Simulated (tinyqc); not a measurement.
Van der Pauw, Hall and four-point-probe measurements on a doped layer: two steps of the calculation.

A uniform p-type layer with sheet resistance Rs = 1/(q ns mu), point contacts, low field (mu B small).

Inputs (values chosen for the exercise):

| symbol | value | unit | meaning |
|---|---|---|---|
| ns | 4.3e15 | cm^-2 | sheet density of the layer |
| mu | 41 | cm^2/(V s) | drift mobility |
| rH | 0.8 |  | Hall factor |
| B | 0.5 | T | magnetic field |
| I | 100 | uA | current |
| ar | 1.91 |  | side ratio a/b of a rectangular sample with corner contacts |

Constants: q = 1.602176634e-19 C. Results are converted to the units shown.

Problem 1. Resistances and Hall voltage. Rs = 1/(q ns mu). For a rectangle with contacts at the corners, RA = (8 Rs/pi) sum_(k>=0) ln coth((2k + 1) pi a/(2 b)) with current along a short side b and voltage along the opposite one, RB the same with a and b exchanged; Hall voltage VH = rH B I/(q ns), negative for electrons.

Give: Rs; RA; RB; VH.

Solution 1.

Rs = 35.403 ohm/square
RA = 0.44674 ohm
RB = 36.597 ohm
VH = 0.0058061 mV

RB/RA = 81.9; for a square both equal Rs ln 2/pi = 7.81 ohm.

Problem 2. New z. The van der Pauw equation exp(-pi RA z) + exp(-pi RB z) = 1 is solved for z = 1/Rs: e1 = exp(-pi RA z), e2 = exp(-pi RB z), f = e1 + e2 - 1, f' = -pi (RA e1 + RB e2), z(new) = z - f/f'.

z at the start = 11.912043 mS
RA = 0.44673721 ohm
RB = 36.597388 ohm

Find: e1; e2; f; f'; z after iteration 1.

Solution 2.

e1 = 0.98342
e2 = 0.25421
f = 0.23764
f' = -0.030608 kohm
z after iteration 1 = 19.676 mS

Program tinyqc, `OMP_NUM_THREADS=1 python tinyqc.py 2850195 2850196 out.jsonl`; Intel Xeon 2.30GHz, shared host, one thread, about 0.01 s.
